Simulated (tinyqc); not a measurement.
## Minority carriers and saturation current of a heavily doped emitter: effect of temperature on the narrowing factor

n-type, parabolic bands, full ionisation. eta = (EF - Ec)/kB T solves N = Nc F12(eta), F12(x) = (2/sqrt(pi)) int_0^infinity sqrt(u)/(1 + exp(u - x)) du. The gap shrinks rigidly by dEg = E1 [ln(N/N0) + sqrt(ln^2(N/N0) + 0.5)], an empirical law that is here taken as the true narrowing.

Nc is given at 250 K and scales as T^1.5; dEg is held. The factor nie^2/ni^2 = exp(dEg/kB T) g, g = F12(eta) exp(-eta), divides the current gain of a transistor with this emitter.

Parameters, values chosen for the exercise; band and dielectric values close to those of silicon:
- Nc = 2.12e19 cm^-3 (conduction-band density of states at 250 K)
- N = 6.1e18 cm^-3 (ionised donor density)
- E1 = 9.8 meV (energy of the narrowing law)
- N0 = 1e17 cm^-3 (density of the narrowing law)

Constants: q = 1.602176634e-19 C, kB = 1.380649e-23 J/K, Vt = kB T/q. Results are converted to the units shown.

Effect of temperature on the narrowing factor:
```
T (K),eta,g,nie^2/ni^2,its logarithm
150,-0.26245,0.80491,429.30,6.0622
200,-0.76962,0.86816,96.352,4.5680
250,-1.1444,0.90364,39.103,3.6662
300,-1.4420,0.92575,21.380,3.0624
350,-1.6892,0.94057,13.871,2.6298
400,-1.9006,0.95107,10.019,2.3045
450,-2.0853,0.95882,7.7757,2.0510
```

The factor falls from 429 to 7.78. Its slope against q/kB T is 77.3 meV between the first two rows and 78.6 meV between the last two, against dEg = 81.2 meV: degeneracy takes back part of the narrowing. The factor grows on cooling, so the current gain of such a transistor falls.

Range of the model: Band tails, non-parabolic bands and incomplete ionisation are left out.

Computed by the program tinyqc: `OMP_NUM_THREADS=1 python tinyqc.py 2330024 2330025 out.jsonl`, one thread of a shared Intel Xeon 2.30GHz, about 0.01 s for the whole run.
